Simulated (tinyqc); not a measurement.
## Slope factor and drain-induced lowering from three currents

Inverse problem. With source and body at 0 V, I = A exp((Vg + dd Vd)/(nf Vt)) (1 - exp(-Vd/Vt)). Find nf, the swing nf Vt ln 10 and dd.

Inputs (values chosen for the exercise):

| symbol | value | unit | meaning |
|---|---|---|---|
| T | 358 | K | temperature |

Constants: q = 1.602176634e-19 C, kB = 1.380649e-23 J/K, Vt = kB T/q. Results are converted to the units shown.

currents at (Vg, Vd) = (0, 0.05), (0, 0.9) and (0.11, 0.9) V (nA/um): [0.31462833, 0.95386643, 16.916335]

Answer. The pair at equal Vd gives nf; the pair at equal Vg, after dividing out the factors 1 - exp(-Vd/Vt), gives dd.

nf = 1.240
swing = 88.08 mV/decade
dd = 0.04000

Numbers from tinyqc (`OMP_NUM_THREADS=1 python tinyqc.py 2242215 2242216 out.jsonl`; about 0.03 s on one thread of a shared Intel Xeon 2.30GHz).
